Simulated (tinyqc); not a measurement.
Width and zero-phonon weight against temperature: configuration-coordinate model of a defect: Huang-Rhys factor and luminescence line shape. Computed by tinyqc, a small Python program. Command: `OMP_NUM_THREADS=1 python tinyqc.py 3028748 3028749 out.jsonl ccline walk`. One thread of a shared host (Intel(R) Xeon(R) Processor @ 2.30GHz), about 0.01 s of CPU time with the checks.

Ground state E_g(Q) = (1/2) omega_g^2 Q^2; excited state E_e(Q) = E_0 + (1/2) omega_e^2 (Q - dQ)^2 with E_0 = E_ZPL - (hbar omega_e - hbar omega_g)/2. Q is mass-weighted; the dipole does not depend on Q (Condon approximation).

Inputs (values chosen for the exercise, for a model defect in a wide-gap host):
```
quantity                           value              unit
zero-phonon energy E_ZPL            2.06                eV
displacement dQ                     1.17  u^(1/2) angstrom
ground-state phonon hbar omega_g      19               meV
excited-state phonon hbar omega_e   18.3               meV
```

Modes: different frequencies.

Constants: hbar^2/u = 4.18015928e-03 eV angstrom^2; k_B = 8.617333262e-05 eV/K.

Method:
- S = hbar omega dQ^2/(2 hbar^2/u) for each state; relaxation energy S hbar omega; absorption at E_0 + S_e hbar omega_e, emission at E_0 - S_g hbar omega_g; the Stokes shift is their difference.
- Overlaps <m_e|n_g> of harmonic-oscillator functions (Hermite recursion, positive leading coefficients) by a sum over an even grid (700 points from x = -9 to 9 + d for the small table, 1500 points from -16 to 16 + d for the thermal sums), with x = Q sqrt(omega_g/hbar), d = sqrt(2 S_g) and frequency ratio omega_e/omega_g.
- Initial levels m = 0..24 carry Boltzmann weights exp(-m hbar omega_e/k_B T), normalised; final levels n = 0..79; a line lies at E_ZPL + m hbar omega_e - n hbar omega_g with weight w_m <m|n>^2. Moments are taken over these weights without the E^3 factor; FWHM = 2 sqrt(2 ln 2) x standard deviation; the zero-phonon weight is w_0 <0|0>^2, since the other m -> m lines are offset by m (hbar omega_e - hbar omega_g).
- For comparison: FWHM(0) sqrt(coth(hbar omega_e/2 k_B T)) with FWHM(0) from the first row, and exp(-S_g coth(hbar omega_e/2 k_B T)).

S_g = 3.11102

Against temperature:
```
T (K)  mean energy (eV)  FWHM (eV)  coth law (eV)  zero-phonon weight  exp(-S coth)
11               2.0009    0.08042        0.08042            0.047226    4.4556e-02
32               2.0009    0.08053        0.08053            0.047164    4.4193e-02
64               2.0009    0.08339        0.08339            0.045516    3.5266e-02
110              2.0008    0.09307        0.09307            0.040375    1.5502e-02
170              2.0006    0.10802        0.10801            0.033685    3.6526e-03
250              2.0004    0.12703        0.12701            0.027030    4.2645e-04
360              2.0000    0.15024        0.15020            0.021045    1.9370e-05
```

The width grows by a factor 1.87, flat while k_B T is well below hbar omega and as sqrt(T) above; the coth law, exact only for equal frequencies, misses by at most 0.027 %. The mean energy moves by -0.9 meV because the frequencies differ. The zero-phonon weight goes from 0.0472 to 0.0210, against 0.0446 to 1.94e-5 for the exponential rule, which assumes many modes of equal frequency in both states.
